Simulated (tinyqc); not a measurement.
## Barrier height from two thicknesses

Problem. Through a thick flat barrier T = c exp(-2 kappa t) with a prefactor c that does not depend on t, and kappa = sqrt(m1 phi1/C), C = hbar^2/(2 m0). Find kappa, the decades lost for each nanometre, c and phi1.

Parameters, values chosen for the exercise: tunnelling mass of layer 1 m1 = 0.49 m0.

Constants: q = 1.602176634e-19 C, hbar = 1.054571817e-34 J s, m0 = 9.1093837015e-31 kg, hbar^2/(2 m0) = 0.0380998212 eV nm^2. Results are converted to the units shown.

T at t = 0.9 and 2.5 nm: 6.7628165e-6  8.2153222e-15

Solution. The ratio of the two values removes c: kappa = ln(T_a/T_b)/(2 (t_b - t_a)).

kappa = 6.42 1/nm
decades a nanometre = 5.57
c = 0.700
phi1 = 3.20 eV

tinyqc, about 0.03 s, one thread, Intel Xeon 2.30GHz (shared host): `OMP_NUM_THREADS=1 python tinyqc.py 2540041 2540042 out.jsonl`
